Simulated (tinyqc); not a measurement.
# Rectangular fin or nanosheet with a gate all round, subbands and threshold shift from confinement, step by step

Numbers from tinyqc (`OMP_NUM_THREADS=1 python tinyqc.py 2350008 2350009 out.jsonl`; about 0.08 s on one thread of a shared Intel Xeon 2.30GHz). Printed values are rounded.

Undoped body with a flat potential across it, hard walls, transport along x. One isotropic valley (g = 1, mx = my = mz = me). Non-parabolicity enters the subband edges through E (1 + al E) = gamma, so E = 2 gamma/(1 + sqrt(1 + 4 al gamma)); motion within a subband is taken as parabolic with the band-edge mass. Energies are counted from the bulk band edge.

Inputs (values chosen for the exercise); masses close to those of InAs: temperature T = 300 K; mass at the band edge me = 0.0232 m0; non-parabolicity al = 2.6 1/eV; width (along y) t = 7.1 nm; widening of the box by penetration into the insulator dl = 0.2 nm; height (along z) H = 10.6 nm.

Constants: q = 1.602176634e-19 C, kB = 1.380649e-23 J/K, hbar = 1.054571817e-34 J s, m0 = 9.1093837015e-31 kg, Vt = kB T/q, hbar^2/(2 m0) = 0.0380998212 eV nm^2. Results are converted to the units shown.

Range of the model: Non-parabolicity also makes carriers heavier within each subband, which is left out, so densities of states are understated at high energy. Levels near or above 1 eV lie beyond real barriers and upper valleys; they are listed for the hard-wall model only.

## Lowest subbands

gamma = C pi^2 [a^2/(my (t + dl)^2) + b^2/(mz (H + dl)^2)], C = hbar^2/(2 m0). List the 6 lowest, labelled by quantum numbers, with degeneracy g and N_k: N_k = g sqrt(2 mx m0 kB T/(pi hbar^2)).

```
subband,E_k (eV),g,N_k (cm^-1)
"1,1",0.263114,1,7.07872e5
"1,2",0.414113,1,7.07872e5
"2,1",0.554922,1,7.07872e5
"1,3",0.604546,1,7.07872e5
"2,2",0.655448,1,7.07872e5
"2,3",0.800627,1,7.07872e5
```

## Threshold shift

Each subband has N_k = g sqrt(2 mx m0 kB T/(pi hbar^2)); without degeneracy n = exp(EF/Vt) sum N_k exp(-E_k/Vt). Classical value Nc times t H, Nc = sum over valleys of 2 g (m m0 kB T/(2 pi hbar^2))^1.5 with m = (mx my mz)^(1/3). Threshold shift dVT = Vt ln(classical value/sum N_k exp(-E_k/Vt)). Use the subbands listed.

```
subband,shares (%)
"1,1",99.7088
"1,2",0.2898
"2,1",0.0012
"1,3",0.0002
"2,2",0.0000
"2,3",0.0000
```

sum N_k exp(-E_k/Vt) = 26.9834 cm^-1
Nc = 8.86756e16 cm^-3
classical value = 66737.2 cm^-1
dVT = 201.989 mV

With all subbands dVT = 202.0 mV. The lowest edge lies at 263 meV; dVT is smaller than that, since sum N_k exp(-(E_k - E_1)/Vt) exceeds the classical value.
